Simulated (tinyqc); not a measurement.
# Effect of the position of a charge sheet

One sheet of -4.1e11 cm^-2 lies at the depth x from the gate; it shifts Vfb by -(q/eps0) Q s, with s = x/e2 in layer 2 and t2/e2 + (x - t2)/e1 in layer 1, and it induces the share s/(t1/e1 + t2/e2) of its image in the semiconductor.

Parameters, values chosen for the exercise:
- t1 = 1.4 nm (thickness of layer 1, next to the semiconductor)
- e1 = 3.91 (relative permittivity of layer 1)
- t2 = 3.5 nm (thickness of layer 2, next to the gate)
- e2 = 25 (relative permittivity of layer 2)

Constants: q = 1.602176634e-19 C, eps0 = 8.8541878128e-14 F/cm where lengths are in cm. Results are converted to the units shown.

Effect of the position of a charge sheet:
```
x (nm)  shift (mV)  image in the semiconductor (%)
0                0                               0
0.61         1.810                           4.899
1.23         3.650                           9.878
1.84         5.460                           14.78
2.45         7.271                           19.68
3.06         9.081                           24.58
3.68         13.80                           37.35
4.29         25.38                           68.68
4.9          36.95                           100.0
```

Read the table: what changes, and by how much?

The shift grows from 0 at the gate to 37.0 mV at the semiconductor, by 2.97 mV/nm in layer 2 and 19.0 mV/nm in layer 1, the ratio of the permittivities. A sheet between the layers has 28.1 % of its full effect.

tinyqc, about 0.01 s, one thread, Intel Xeon 2.30GHz (shared host): `OMP_NUM_THREADS=1 python tinyqc.py 2010146 2010147 out.jsonl`
